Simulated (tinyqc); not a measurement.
Scattering rates of a carrier in a spherical band by Fermi's golden rule: one step, computed by the program tinyqc.

All processes here are isotropic or elastic, and the rate listed is the momentum relaxation rate.

Question. Phonon occupation and screening length. Phonon occupation N_q = 1/(exp(hbar w/(k_B T)) - 1). Debye screening by free carriers of density N_I: L_s = sqrt(eps_s eps_0 k_B T/(e^2 N_I)).

Inputs (values chosen for the exercise, modelled on electrons in silicon):
```
quantity                        value    unit
static permittivity eps_s        11.7       -
phonon energy hbar w             61.8     meV
ionised impurity density N_I  5.7e+15  1/cm^3
temperature T                     500       K
```

Crystal: non-polar. Band: parabolic. Impurity formula: Brooks-Herring. Further scattering: neutral impurities.

Constants: k_B = 8.617333262e-05 eV/K; eps_0 = 8.8541878128e-12 F/m; k_B = 1.380649e-23 J/K; e = 1.602176634e-19 C.

Give: N_q; screening length L_s.

Answer.

N_q = 0.3128

screening length L_s = 69.91 nm

Above the threshold emission is favoured over absorption by (N_q + 1)/N_q = exp(hbar w/k_B T) = 4.20, apart from the density of final states.
